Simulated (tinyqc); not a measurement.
# Changing the total dopant density N

Model: dopants and charged point defects at anneal temperature: Fermi-level effect, clustering and pairing. Computed by tinyqc, a small Python program. Command: `OMP_NUM_THREADS=1 python tinyqc.py 3014528 3014529 out.jsonl pairing sweep`. One thread of a shared host (Intel(R) Xeon(R) Processor @ 2.30GHz), about 0.02 s of CPU time with the checks.

Boltzmann statistics and full ionisation of active dopants. Energies are counted from the valence band; the defect (a vacancy or self-interstitial) has five charge states, with all degeneracy factors one.

Inputs (values chosen for the exercise, with bands modelled on silicon):
```
quantity                                         value    unit
gap at 0 K E_g0                                   1.17      eV
Varshni alpha                                 0.000455    eV/K
Varshni beta                                       637       K
electron mass m_e                                0.327     m_0
valleys M_c                                          6       -
hole mass m_h                                    0.809     m_0
anneal temperature T                              1020       K
formation enthalpy of the neutral defect H_f       3.6      eV
formation entropy S_f                              5.9     k_B
site density N_s                               4.1e+22   cm^-3
intrinsic dopant diffusivity D_i               3.7e-13  cm^2/s
anneal time t                                     7000       s
```

Dopant: donor. Second part: pairing with a mobile impurity.

defect levels as fractions of E_g(T): (2+/+), (+/0), (0/-), (-/2-): 0.077  0.23  0.49  0.83

Constants: m_0 = 9.1093837015e-31 kg; k_B = 1.380649e-23 J/K; h = 6.62607015e-34 J s; k_B = 8.617333262e-05 eV/K.

Method:
- E_g = E_g0 - alpha T^2/(T + beta).
- N_c = 2 M_c (2 pi m_e k_B T/h^2)^(3/2) and N_v = 2 (2 pi m_h k_B T/h^2)^(3/2), masses in units of m_0.
- n_i = sqrt(N_c N_v) exp(-E_g/2 k_B T); E_i = E_g/2 + (k_B T/2) ln(N_v/N_c).
- No clustering: A = N.
- n = A/2 + sqrt(A^2/4 + n_i^2) for an active density A.
- chi = n/n_i (for acceptors n_i/p); E_F = E_i + k_B T ln chi; field enhancement h = 1 + A/sqrt(A^2 + 4 n_i^2).
- C_0 = N_s exp(S_f/k_B) exp(-H_f/k_B T). Ratios to the neutral state at E_F = E_i: r_+ = exp((E(+/0) - E_i)/k_B T), r_2+ = r_+ exp((E(2+/+) - E_i)/k_B T), r_- = exp((E_i - E(0/-))/k_B T), r_2- = r_- exp((E_i - E(-/2-))/k_B T); at other E_F state q scales as chi^(-q). The enhancement is sum r_q chi^(-q)/sum r_q. The charge on the defects is left out of neutrality.
- If every charge state of the defect carries the dopant equally well, D = D_i x enhancement x h x (active share A/N, a rough stand-in that overstates the dA/dN which immobile clusters call for), D_i being an input held fixed when T or H_f is moved; diffusion length 2 sqrt(D t).

One run for each value:
```
total dopant density N (cm^-3)  active density A (cm^-3)  enhancement over intrinsic       D/D_i  E_F (eV)  mean charge (e)
1.00e+17                                        1.00e+17                  1.0239e+00  1.0789e+00    0.4279          -0.4479
3.00e+17                                        3.00e+17                  1.0763e+00  1.2478e+00    0.4373          -0.4856
9.00e+17                                        9.00e+17                  1.2694e+00  1.8228e+00    0.4642          -0.5909
3.00e+18                                        3.00e+18                  2.2363e+00  4.1374e+00    0.5336          -0.8375
8.00e+18                                        8.00e+18                  5.3767e+00  1.0614e+01    0.6135          -1.0888
2.00e+19                                        2.00e+19                  1.6141e+01  3.2212e+01    0.6931          -1.3426
7.00e+19                                        7.00e+19                  1.0767e+02  2.1530e+02    0.8030          -1.6790
2.00e+20                                        2.00e+20                  6.9708e+02  1.3941e+03    0.8953          -1.8611
7.00e+20                                        7.00e+20                  7.6946e+03  1.5389e+04    1.0054          -1.9563
2.00e+21                                        2.00e+21                  6.1029e+04  1.2206e+05    1.0977          -1.9843
```

Over the rows, active density A (cm^-3) rises from 1.00e17 to 2.00e21 (exponent d ln y / d ln x about 1.0 throughout); enhancement over intrinsic rises from 1.02 to 61000 (exponent d ln y / d ln x 0.045 between the first rows and 2.0 between the last); D/D_i rises from 1.08 to 122000 (exponent d ln y / d ln x 0.13 between the first rows and 2.0 between the last). The exponent of active density A stays at 1: no clustering.

Caution (rows 2.00e20, 7.00e20, 2.00e21): the carrier density exceeds the effective density of states, where Boltzmann statistics understate the shift of E_F and so the density of charged defects (gap narrowing, also left out, works the other way). Caution (rows 2.00e20, 7.00e20, 2.00e21): so large an enhancement assumes that highly charged defects carry the dopant as well as neutral ones; measured enhancements are far smaller.
